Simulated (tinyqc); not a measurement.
# Double-gate transistor below threshold, two-dimensional Poisson equation on a small mesh, step by step

Program tinyqc, `OMP_NUM_THREADS=1 python tinyqc.py 2480130 2480131 out.jsonl`; Intel Xeon 2.30GHz, shared host, one thread, about 0.1 s. Printed values are rounded.

Half of a symmetric double-gate structure: row 0 is the mid-plane of the body, where the normal field vanishes. Mobile charge is neglected (subthreshold), the body is fully depleted, and potentials are counted from the intrinsic level; rows run upward to the gate, columns from source to drain.

Values chosen for this exercise; semiconductor permittivity close to that of silicon:
- T = 300 K (temperature)
- eps_r = 11.5 (relative permittivity of the semiconductor)
- eox = 3.9 (relative permittivity of the insulator)
- tb = 8 nm (half the body thickness)
- tox = 2.2 nm (insulator thickness)
- L = 36 nm (channel length)
- Na = 8.7e17 cm^-3 (acceptor density of the depleted body)
- Vbi = 0.49 V (potential of the source)
- Vfb = 0.14 V (gate offset)
- Vg = 0.1 V (gate voltage)
- Vd = 0.05 V (drain voltage)

Constants: q = 1.602176634e-19 C, kB = 1.380649e-23 J/K, Vt = kB T/q, eps0 = 8.8541878128e-14 F/cm where lengths are in cm. Results are converted to the units shown.

## Coefficients of the five-point equations

Mesh: rows i = 0..2 in the semiconductor (step hs = tb/2, row 2 on the interface), then 2 step(s) ho = tox/2 up to the gate row 4; columns j = 0..5 (step hy = L/5). Box integration, divided by eps0: up_i = eps hy/h of the interval above row i, dn_i = that of the interval below (0 for row 0), lat_i = (sum of eps h/2 over the intervals above and below)/hy, s_i = -q Na w_i hy/eps0 with w_i the semiconductor height of the box (hs/2 for row 0 and the interface row, hs between, 0 in the insulator). Each free node obeys (up + dn + 2 lat) psi = up psi(above) + dn psi(below) + lat [psi(left) + psi(right)] + s.

```
row	up	dn	lat	s (V)
0	20.7	0	3.194444	-0.2266958
1	20.7	20.7	6.388889	-0.4533915
2	25.52727	20.7	3.492361	-0.2266958
3	25.52727	25.52727	0.5958333	0
```

## Iteration 1: Gauss-Seidel sweep

psi at the start (fixed values on the edges, free nodes at zero) (V):
```
	j=0	j=1	j=2	j=3	j=4	j=5
row 0	0.4900000	0.0000000	0.0000000	0.0000000	0.0000000	0.5400000
row 1	0.4900000	0.0000000	0.0000000	0.0000000	0.0000000	0.5400000
row 2	0.4900000	0.0000000	0.0000000	0.0000000	0.0000000	0.5400000
row 3	0.2250000	0.0000000	0.0000000	0.0000000	0.0000000	0.2500000
row 4	-0.0400000	-0.0400000	-0.0400000	-0.0400000	-0.0400000	-0.0400000
```

Free nodes: rows 0..3, columns 1..4, taken row by row from row 0, left to right. t = (up psi(above) + dn psi(below) + lat [psi(left) + psi(right)] + s)/(up + dn + 2 lat), with the newest neighbours; psi(new) = t.

psi after iteration 1 (V):
```
	j=0	j=1	j=2	j=3	j=4	j=5
row 0	0.4900000	0.0494144	-0.0025414	-0.0086683	0.0542885	0.5400000
row 1	0.4900000	0.0682945	-0.0012860	-0.0118322	0.0746576	0.5400000
row 2	0.4900000	0.0544662	-0.0011858	-0.0089409	0.0596363	0.5400000
row 3	0.2250000	0.0096341	-0.0200133	-0.0241406	0.0121700	0.2500000
row 4	-0.0400000	-0.0400000	-0.0400000	-0.0400000	-0.0400000	-0.0400000
```

## Iteration 2: Gauss-Seidel sweep

As before.

psi after iteration 2 (V):
```
	j=0	j=1	j=2	j=3	j=4	j=5
row 0	0.4900000	0.1013020	0.0015725	-0.0108228	0.1110841	0.5400000
row 1	0.4900000	0.1087780	0.0032114	-0.0067371	0.1197443	0.5400000
row 2	0.4900000	0.0747587	-0.0082922	-0.0150922	0.0826100	0.5400000
row 3	0.2250000	0.0193207	-0.0236503	-0.0270487	0.0233617	0.2500000
row 4	-0.0400000	-0.0400000	-0.0400000	-0.0400000	-0.0400000	-0.0400000
```

## Course of the iteration: Gauss-Seidel sweep

Stop when the largest change of psi is below 1e-7 V, or after 400 iterations. Fixed values: gate row Vg - Vfb; column 0 at Vbi and the last column at Vbi + Vd in the semiconductor, each running linearly to Vg - Vfb across the insulator.

Course of the iteration:
```
iteration	psi at row 0, j = 2 (V)	largest |change| of one entry (V)
1	-0.002541415	0.0747
2	0.001572497	0.0568
3	0.008460423	0.0358
4	0.01395278	0.0191
5	0.01953986	0.0117
6	0.02501177	7.99e-3
7	0.03003550	6.56e-3
8	0.03443682	5.28e-3
9	0.03817649	4.21e-3
...	...	...
49	0.05450937	5.18e-7
50	0.05450978	4.13e-7
51	0.05451011	3.29e-7
52	0.05451037	2.63e-7
53	0.05451058	2.10e-7
54	0.05451075	1.67e-7
55	0.05451088	1.33e-7
56	0.05451099	1.06e-7
57	0.05451108	8.48e-8
```

Converged in 57 iterations. At the end each change is about 0.80 times the one before: linear convergence.

## Barrier, swing and barrier lowering

converged psi (V):
```
	j=0	j=1	j=2	j=3	j=4	j=5
row 0	0.4900000	0.1842521	0.0545114	0.0608921	0.2072003	0.5400000
row 1	0.4900000	0.1680420	0.0444565	0.0502498	0.1893723	0.5400000
row 2	0.4900000	0.1125087	0.0163729	0.0203596	0.1281678	0.5400000
row 3	0.2250000	0.0378655	-0.0112172	-0.0092016	0.0458246	0.2500000
row 4	-0.0400000	-0.0400000	-0.0400000	-0.0400000	-0.0400000	-0.0400000
```

d psi/dVg on row 0: j=0 0.0000000, j=1 0.4679090, j=2 0.6761216, j=3 0.6761216, j=4 0.4679090, j=5 0.0000000
d psi/dVd on row 0: j=0 0.000000, j=1 0.036563, j=2 0.098132, j=3 0.225746, j=4 0.495528, j=5 1.000000

The barrier is read along row 0, the path farthest from the gate. Take the node j of lowest psi: barrier Vbi - psi_j; swing Vt ln 10/(d psi_j/dVg); DIBL = (d psi_j/dVd)/(d psi_j/dVg). The derivatives solve the same equations with s = 0 and a unit change of that voltage.

j = 2
barrier = 0.4354886 V
swing = 88.04101 mV/decade
DIBL = 145.1400 mV/V

A mesh of 12, 8 and 80 steps (semiconductor, insulator, channel) gives a barrier of 0.459 V, a swing of 83.2 mV a decade and a DIBL of 190 mV/V; the small mesh puts the barrier 5.0 % below that.
